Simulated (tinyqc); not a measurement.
Temperatures in a stack of 2 dies with leakage feedback: one step of the calculation.

One-dimensional heat flow to a sink below die 0. The power of each die is released in a plane at its top; from the plane of die j > 0 heat crosses its silicon (ts), a bond layer and the wiring of die j - 1; from die 0 it crosses t0, paste and sink. Copper shares the path through bond and wiring in parallel: k_eff = fm km + (1 - fm) k. Silicon is taken at the temperature of the plane above it. Leakage is P_l exp((T - 350 K)/Tl).

Question. Resistances per area at 300 K. R = thickness/conductivity for each layer.

Parameters, values chosen for the exercise; conductivities of the order met in silicon, wiring layers, bonds and pastes: conductivity of silicon at 300 K k0 = 136 W/(m K); thickness of a thinned die ts = 50 um; thickness of the die next to the sink t0 = 500 um; thickness of the wiring layers tb = 10 um; conductivity of the wiring layers kb = 3.5 W/(m K); thickness of a bond layer tg = 30 um; conductivity of the bond dielectric kg = 0.9 W/(m K); area share of copper through bond and wiring fm = 0.03; conductivity of copper km = 390 W/(m K); paste and lid Rt = 0.08 K cm^2/W; heat sink Rs = 0.17 K cm^2/W.

Find: thick die; thinned die; k_eff of the bond; k_eff of the wiring; bond plus wiring; paste plus sink.

Answer.

thick die = 0.036765 K cm^2/W
thinned die = 0.0036765 K cm^2/W
k_eff of the bond = 12.573 W/(m K)
k_eff of the wiring = 15.095 W/(m K)
bond plus wiring = 0.030485 K cm^2/W
paste plus sink = 0.25000 K cm^2/W

Numbers from tinyqc (`OMP_NUM_THREADS=1 python tinyqc.py 2162013 2162014 out.jsonl`; about 0.02 s on one thread of a shared Intel Xeon 2.30GHz).
